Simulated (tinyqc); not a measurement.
Image-sensor pixel with a pinned photodiode, signal and noise: one step of the calculation.

A buried n layer between a heavily doped p+ surface layer and a p layer is emptied into a floating diffusion, read through a source follower with correlated double sampling (reset noise cancelled). One-dimensional abrupt junctions; no blooming, lag or crosstalk.

Task. Quantum efficiency and dark current. QE = (1 - Rf)[exp(-al x1) - exp(-al x2)]. ni = sqrt(Nc Nv) exp(-Eg/(2 Vt)), Eg in volts; dark rates ni Wd A/tg (generation) and Jd ni^2 A (diffusion).

Values chosen for this exercise; material values close to those of silicon: temperature T = 333 K; band gap Eg = 1.12 eV; conduction-band density of states at T Nc = 3.25e19 cm^-3; valence-band density of states at T Nv = 3.05e19 cm^-3; photodiode area A = 0.34 um^2; absorption coefficient (light near 850 nm) al = 0.0547 1/um; optical loss before the silicon Rf = 0.22; dead layer x1 = 0.07 um; depth of collection x2 = 3 um; generation lifetime tg = 0.0053 s; depleted depth Wd = 0.8 um; diffusion dark flux per ni^2 Jd = 1.3e6 x 1e-20 cm^4/s.

Constants: q = 1.602176634e-19 C, kB = 1.380649e-23 J/K, Vt = kB T/q. Results are converted to the units shown.

Wanted: QE; ni; generation rate; diffusion rate.

Result.

QE = 0.1151
ni = 1.054e11 cm^-3
generation rate = 5.409 electrons/s
diffusion rate = 0.4909 electrons/s

Of the light that enters, 0.38 % is lost in the dead layer and 85 % passes the collecting depth.

Computed by the program tinyqc: `OMP_NUM_THREADS=1 python tinyqc.py 2630108 2630109 out.jsonl`, one thread of a shared Intel Xeon 2.30GHz, about 0.01 s for the whole run.
